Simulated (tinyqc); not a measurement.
Length offset and series resistance from crossing lines.

Question. R_total = Rs + k (L - dL)/Vo with constant Rs, dL and k. Find k, dL and Rs.

R_total at (L, Vo) = (45, 0.35), (135, 0.35), (45, 0.73) and (135, 0.73), L in nm and Vo in V (ohm um): 642.48571  1388.2000  490.23288  847.76712

Answer. At each overdrive R is a straight line in L with slope k/Vo; the two lines cross at L = dL, R = Rs.

k = 2.90 ohm um V/nm
dL = 9.70 nm
Rs = 350 ohm um

Computed by the program tinyqc: `OMP_NUM_THREADS=1 python tinyqc.py 2282032 2282033 out.jsonl`, one thread of a shared Intel Xeon 2.30GHz, about 0.07 s for the whole run.
